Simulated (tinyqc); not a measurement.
Gain factor and gap resistance from two string resistances.

Inverse problem. At small bit-line voltage each of the 64 cells has the resistance 1/(K x) at overdrive x (no mobility reduction) in series with a gap resistance Rg. Find K, Rg and the share of the gaps at the higher overdrive.

resistance of a string of 64 equal cells at overdrives of 4.4 and 8.9 V (kohm): 2088.0808  1679.5006

Solution. The resistance per cell is a straight line in 1/x with slope 1/K and intercept Rg.

K = 18.00 uA/V^2
Rg = 20.00 kohm
share of the gaps = 76.21 %

tinyqc, about 0.3 s, one thread, Intel Xeon 2.30GHz (shared host): `OMP_NUM_THREADS=1 python tinyqc.py 2142210 2142211 out.jsonl`
